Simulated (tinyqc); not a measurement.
# Isotype n-N heterojunction, non-linear Poisson equation by Newton steps, Boltzmann statistics: two studies

One dimension, material 1 (n-type) at x < 0 and material 2 (n-type) at x > 0. Band edges: Ec = -psi in material 1 and -psi + dEc in material 2, Ev = Ec - Eg. Equilibrium, Fermi level at 0. n = Nc F((EFn - Ec)/Vt), p = Nv F((Ev - EFp)/Vt), with F(eta) = exp(eta) (Boltzmann statistics); full ionisation, no interface charge, classical densities; the doping types are chosen for the exercise.

Inputs (values chosen for the exercise); band and dielectric values close to those of CdTe and CdS: temperature T = 400 K; band gap of material 1 Eg1 = 1.47 eV; relative permittivity of material 1 er1 = 10.1; conduction-band density of states of material 1 Nc1 = 1.25e18 cm^-3; valence-band density of states of material 1 Nv1 = 2.74e19 cm^-3; band gap of material 2 Eg2 = 2.39 eV; relative permittivity of material 2 er2 = 9.01; conduction-band density of states of material 2 Nc2 = 3.37e18 cm^-3; valence-band density of states of material 2 Nv2 = 2.74e19 cm^-3; conduction-band offset Ec2 - Ec1 dEc = -0.1 eV; donor density of material 1 N1 = 1.1e17 cm^-3; donor density of material 2 N2 = 1.5e17 cm^-3; bias of side 1 against side 2 V = 0 V.

Constants: q = 1.602176634e-19 C, kB = 1.380649e-23 J/K, Vt = kB T/q, eps0 = 8.8541878128e-14 F/cm where lengths are in cm. Results are converted to the units shown.

Each table varies one quantity; the others keep the values above.

## Effect of the donor density of material 2

Exact first integral: on each side D^2/(2 eps0 er) = G, G = q [Vt (nI_j - nI_b) + Vt (pI_j - pI_b) - C (psi_j - psi_b)], with C = +N1 or +N2, b the neutral end of that side, and nI, pI the densities themselves. D is continuous, so er1 G1(psi_j) = er2 G2(psi_j) fixes psi_j. Ends from Nc1 F(psi_L/Vt) = N1 and Nc2 F((V + psi_R - dEc)/Vt) = N2. D is counted positive when psi rises towards material 2.

Result of one run:
```
N2 (cm^-3)  psi_R - psi_L (V)  psi_j - psi_L (V)  psi_R - psi_j (V)  D/q (cm^-2)  n_j in 1 (cm^-3)  n_j in 2 (cm^-3)
7.5e15                -0.2268            -0.1018            -0.1250    -2.913e11          5.746e15          2.818e17
```

What becomes of these results when the donor density of material 2 N2 is changed from 7.5e15 to 1.9e17 cm^-3, all else the same?

Result of the changed run:
```
N2 (cm^-3)  psi_R - psi_L (V)  psi_j - psi_L (V)  psi_R - psi_j (V)  D/q (cm^-2)  n_j in 1 (cm^-3)  n_j in 2 (cm^-3)
1.9e17                -0.1153           -0.07779           -0.03756    -2.401e11          1.152e16          5.649e17
```

The whole series:
```
N2 (cm^-3)  psi_R - psi_L (V)  psi_j - psi_L (V)  psi_R - psi_j (V)  D/q (cm^-2)  n_j in 1 (cm^-3)  n_j in 2 (cm^-3)
7.5e15                -0.2268            -0.1018            -0.1250    -2.913e11          5.746e15          2.818e17
1.4e16                -0.2052           -0.09988            -0.1054    -2.875e11          6.067e15          2.976e17
2.7e16                -0.1826           -0.09687           -0.08574    -2.814e11          6.621e15          3.248e17
5.2e16                -0.1600           -0.09240           -0.06761    -2.721e11          7.537e15          3.697e17
9.8e16                -0.1382           -0.08632           -0.05184    -2.591e11          8.990e15          4.410e17
1.9e17                -0.1153           -0.07779           -0.03756    -2.401e11          1.152e16          5.649e17
3.5e17               -0.09429           -0.06775           -0.02653    -2.163e11          1.541e16          7.558e17
6.7e17               -0.07191           -0.05481           -0.01710    -1.833e11          2.243e16          1.100e18
```

As N2 goes from 7.5e15 to 6.7e17, the total bending rises from -0.227 to -0.0719 V and the sheet charge D/q rises from -2.91e11 to -1.83e11 cm^-2; the share of the bending in material 1 rises from 44.9 to 76.2 %. In every row electrons move into material 2, which accumulates, while the other side depletes. For N2 = 6.7e17 a density at the interface exceeds 0.3 of the band density of states, which Boltzmann statistics overestimate.

## Effect of the donor density of material 1

Same model as above.

Effect of the donor density of material 1:
```
N1 (cm^-3)  psi_R - psi_L (V)  psi_j - psi_L (V)  psi_R - psi_j (V)  D/q (cm^-2)  n_j in 1 (cm^-3)  n_j in 2 (cm^-3)
5.5e15               -0.02023           -0.01708          -0.003151    -1.489e10          3.351e15          1.644e17
9.5e15               -0.03907           -0.03195          -0.007124    -3.434e10          3.760e15          1.844e17
1.6e16               -0.05704           -0.04499           -0.01205    -5.957e10          4.338e15          2.128e17
2.8e16               -0.07633           -0.05755           -0.01878    -9.614e10          5.273e15          2.587e17
4.9e16               -0.09562           -0.06845           -0.02717    -1.455e11          6.726e15          3.299e17
8.4e16                -0.1142           -0.07730           -0.03690    -2.088e11          8.921e15          4.376e17
1.4e17                -0.1318           -0.08418           -0.04763    -2.870e11          1.218e16          5.972e17
2.5e17                -0.1518           -0.09034           -0.06145    -4.036e11          1.819e16          8.920e17
```

Read the table: what changes, and by how much?

As N1 goes from 5.5e15 to 2.5e17, the total bending falls from -0.0202 to -0.152 V and the sheet charge D/q falls from -1.49e10 to -4.04e11 cm^-2; the share of the bending in material 1 falls from 84.4 to 59.5 %. In every row electrons move into material 2, which accumulates, while the other side depletes.

Program tinyqc, `OMP_NUM_THREADS=1 python tinyqc.py 2040017 2040018 out.jsonl`; Intel Xeon 2.30GHz, shared host, one thread, about 0.01 s.
